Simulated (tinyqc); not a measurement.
# Gate work function from the charge

Problem. For an undoped double gate, Q = 8 eps0 eps_r Vt beta tan(beta)/ts with 0 < beta < pi/2, and at the source (Vg - dphi)/(2 Vt) - ln[(2/ts) sqrt(2 eps0 eps_r Vt/(q ni))] = ln(beta) - ln(cos beta) + 2 r beta tan(beta), r = eps_r tox/(eox ts). Find beta and dphi.

Values chosen for this exercise; material values those of a made-up semiconductor:
```
symbol,value,unit,meaning
T,250,K,temperature
eps_r,15.1,,relative permittivity of the semiconductor
eox,24,,relative permittivity of the gate insulator
tox,3.2,nm,insulator thickness
ts,8,nm,body thickness
Vg,0.48,V,gate voltage
```

Constants: q = 1.602176634e-19 C, kB = 1.380649e-23 J/K, Vt = kB T/q, eps0 = 8.8541878128e-14 F/cm where lengths are in cm. Results are converted to the units shown.

Qs = 0.64689531 nC/cm^2
ni = 6.8336996e6 cm^-3

Solution. beta tan(beta) rises from 0 without bound on the interval, so the charge fixes beta; the second relation is then explicit in dphi.

beta = 0.0474
dphi = 0.0400 V

Computed by the program tinyqc: `OMP_NUM_THREADS=1 python tinyqc.py 2440165 2440166 out.jsonl`, one thread of a shared Intel Xeon 2.30GHz, about 0.02 s for the whole run.
